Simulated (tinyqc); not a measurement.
Inside a calculation. Method: Rayleigh-quotient iteration on a symmetric matrix. One step of it, computed by the program tinyqc.

Question. Step 1. solve (A - shift) w = v; v' = w/|w| with its largest component positive (the first on a tie); lambda = v'^T A v'; the next shift is lambda.

A:
```
           1          2          3
1   0.418000  -0.105000   0.106000
2  -0.105000   0.519000  -0.017000
3   0.106000  -0.017000   0.571000
```

vector v at the start: 0.577350  0.577350  0.577350

shift = 0.200000

Give: vector after step 1; Rayleigh quotient after step 1.

Answer.

vector after step 1: 0.7727  0.6234  0.1196

Rayleigh quotient after step 1 = 0.3753
